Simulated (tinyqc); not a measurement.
# Bias-temperature instability, empirical power law with universal recovery: several studies

Threshold-voltage shift at the end of a stress: dV = A (V/V0)^g exp[-(Ea q/kB)(1/T - 1/T0)] (t/1 s)^n. After a delay tr the permanent share pp stays and the rest falls by r = 1/(1 + B (tr/t)^be). An empirical model: its parameters are fits, not properties.

Parameters, values chosen for the exercise:

| symbol | value | unit | meaning |
|---|---|---|---|
| V0 | 2 | V | reference stress voltage |
| T0 | 373 | K | reference temperature |
| A | 26 | mV | shift after 1 s at V0 and T0 |
| n | 0.21 |  | time exponent |
| g | 2.9 |  | voltage exponent |
| Ea | 0.15 | eV | apparent activation energy of the shift |
| pp | 0.49 |  | permanent share |
| B | 1.7 |  | recovery scale |
| be | 0.23 |  | recovery dispersion |
| V | 0.96 | V | use voltage |
| T | 328 | K | use temperature |
| dc | 50 | mV | failure criterion |
| ts | 100 | s | stress time |

Constants: q = 1.602176634e-19 C, kB = 1.380649e-23 J/K. Results are converted to the units shown.

Each table varies one quantity; the others keep the values above.

## Lifetime against voltage

The lifetime solves dV = dc; ten years are 3.15576e8 s.

Results:
```
V (V)  shift after ten years (mV)  lifetime (years)
0.6                         25.43             250.1
0.8                         58.57             4.707
1                           111.9            0.2160
1.4                         296.8          0.002072
1.6                         437.2          3.278e-4
1.8                         615.2          6.445e-5
2                           835.1          1.504e-5
```

Estimate the missing row, V = 1.2 V.

Computed row:
```
V (V)  shift after ten years (mV)  lifetime (years)
1.2                         189.8           0.01742
```

With this row back in the table: The shift goes as V^2.9 and the lifetime as V^(-13.8): 5 % more voltage adds 15.2 % to the shift and divides the lifetime by 1.96. 1 of the 8 rows pass ten years.

## Effect of the time exponent at a fixed measured point

Same model as above.

A is rescaled so that the shift at ts, V0 and T0 stays the same.

Effect of the time exponent at a fixed measured point:
```
nx     A (mV)  shift after ten years (mV)  lifetime (years)
0.1     43.15                       19.16           1.464e5
0.125   38.46                       27.86              1078
0.15    34.27                       40.49             40.79
0.175   30.55                       58.87             3.935
0.2     27.23                       85.57            0.6810
0.225   24.26                       124.4            0.1741
0.25    21.63                       180.8           0.05844
0.275   19.27                       262.9           0.02393
0.3     17.18                       382.2           0.01137
```

The ten-year shift rises from 19.2 to 382 mV and the lifetime falls from 1.46e5 to 0.0114 years: an error of 0.025 in the exponent changes the shift by a factor of 1.45 over the 6.50 decades from ts to ten years. For nx = 0.1, 0.125 the lifetime is a formal extrapolation far beyond any test.

## Recovery after a stress

Same model as above.

At V0 and T0 after the stress time ts.

Recovery after a stress:
```
tr (s)      tr/ts  share left  shift (mV)
0.00013  1.300e-6      0.9643       65.95
0.0017   1.700e-5      0.9390       64.21
0.022    2.200e-4      0.8996       61.52
0.29     0.002900      0.8433       57.67
3.8       0.03800      0.7731       52.87
49         0.4900      0.6988       47.79
640         6.400      0.6315       43.18
8300        83.00      0.5795       39.63
```

The shift falls from 65.9 to 39.6 mV over 7.8 decades of time, towards the permanent 33.5 mV. Half of the recoverable part is gone at tr/ts = B^(-1/be) = 0.0996.

tinyqc, about 0.01 s, one thread, Intel Xeon 2.30GHz (shared host): `OMP_NUM_THREADS=1 python tinyqc.py 2070003 2070004 out.jsonl`
